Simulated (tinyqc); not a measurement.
Length offset and series resistance from crossing lines.

Problem. R_total = Rs + k (L - dL)/Vo with constant Rs, dL and k. Find k, dL and Rs.

R_total at (L, Vo) = (60, 0.39), (120, 0.39), (60, 0.92) and (120, 0.92), L in nm and Vo in V (ohm um): [271.84615, 456.46154, 178.60870, 256.86957]

Answer. At each overdrive R is a straight line in L with slope k/Vo; the two lines cross at L = dL, R = Rs.

k = 1.200 ohm um V/nm
dL = 7.400 nm
Rs = 110.0 ohm um

Program tinyqc, `OMP_NUM_THREADS=1 python tinyqc.py 2282290 2282291 out.jsonl`; Intel Xeon 2.30GHz, shared host, one thread, about 0.04 s.
